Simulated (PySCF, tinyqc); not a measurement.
Worked calculation: FCI on RHF in the sto-6g basis, for H4, spin multiplicity 1. The lowest restricted solution is unstable here: a spin-polarised one lies 0.0022 hartree lower (PySCF). One step of it, computed by the program tinyqc.

Task: Integrals over molecular orbitals. (pq|rs) = sum C_ip C_jq C_kr C_ls (ij|kl), one index at a time.

coefficients C:
```
,MO1,MO2,MO3,MO4
1H 1s,0.392081,0.456030,0.625560,0.685023
2H 1s,0.392081,0.456030,-0.625560,-0.685023
3H 1s,0.392081,-0.456030,0.625560,-0.685023
4H 1s,0.392081,-0.456030,-0.625560,0.685023
```

core Hamiltonian H = T + V (hartree):
```
,1H 1s,2H 1s,3H 1s,4H 1s
1H 1s,-1.432160,-0.769944,-0.250115,-0.159051
2H 1s,-0.769944,-1.432160,-0.159051,-0.250115
3H 1s,-0.250115,-0.159051,-1.432160,-0.769944
4H 1s,-0.159051,-0.250115,-0.769944,-1.432160
```

Two-electron integrals (ij|kl) in chemists' order, unique and non-zero (hartree):
```
i,j,k,l,(ij|kl)
1,1,1,1,0.774999
2,1,1,1,0.246617
2,1,2,1,0.105838
2,2,1,1,0.432560
2,2,2,1,0.246617
2,2,2,2,0.774999
3,1,1,1,0.062703
3,1,2,1,0.022617
3,1,2,2,0.044896
3,1,3,1,0.009044
3,2,1,1,0.031858
3,2,2,1,0.014224
3,2,2,2,0.034602
3,2,3,1,0.004810
3,2,3,2,0.003051
3,3,1,1,0.272000
3,3,2,1,0.107335
3,3,2,2,0.234689
3,3,3,1,0.062703
3,3,3,2,0.034602
3,3,3,3,0.774999
4,1,1,1,0.034602
4,1,2,1,0.014224
4,1,2,2,0.031858
4,1,3,1,0.004810
4,1,3,2,0.002995
4,1,3,3,0.031858
4,1,4,1,0.003051
4,2,1,1,0.044896
4,2,2,1,0.022617
4,2,2,2,0.062703
4,2,3,1,0.006530
4,2,3,2,0.004810
4,2,3,3,0.044896
4,2,4,1,0.004810
4,2,4,2,0.009044
4,3,1,1,0.107335
4,3,2,1,0.045727
4,3,2,2,0.107335
4,3,3,1,0.022617
4,3,3,2,0.014224
4,3,3,3,0.246617
4,3,4,1,0.014224
4,3,4,2,0.022617
4,3,4,3,0.105838
4,4,1,1,0.234689
4,4,2,1,0.107335
4,4,2,2,0.272000
4,4,3,1,0.044896
4,4,3,2,0.031858
4,4,3,3,0.432560
4,4,4,1,0.034602
4,4,4,2,0.062703
4,4,4,3,0.246617
4,4,4,4,0.774999
```

Give: one-electron integrals over orbitals h = C^T H C; Two-electron integrals over orbitals.

Result:

one-electron integrals over orbitals h = C^T H C (hartree):
```
,1,2,3,4
1,-1.606,0.000,0.000,0.000
2,0.000,-1.491,0.000,0.000
3,0.000,0.000,-1.179,0.000
4,0.000,0.000,0.000,-1.072
```

Two-electron integrals over orbitals (pq|rs), unique and non-zero (hartree):
```
p,q,r,s,(pq|rs)
1,1,1,1,0.426
2,1,2,1,0.176
2,2,1,1,0.429
2,2,2,2,0.437
3,1,3,1,0.110
3,2,3,2,0.096
3,3,1,1,0.420
3,3,2,2,0.426
3,3,3,3,0.431
4,1,3,2,0.093
4,1,4,1,0.091
4,2,3,1,0.115
4,2,4,2,0.122
4,3,2,1,0.178
4,3,4,3,0.194
4,4,1,1,0.426
4,4,2,2,0.435
4,4,3,3,0.438
4,4,4,4,0.448
```
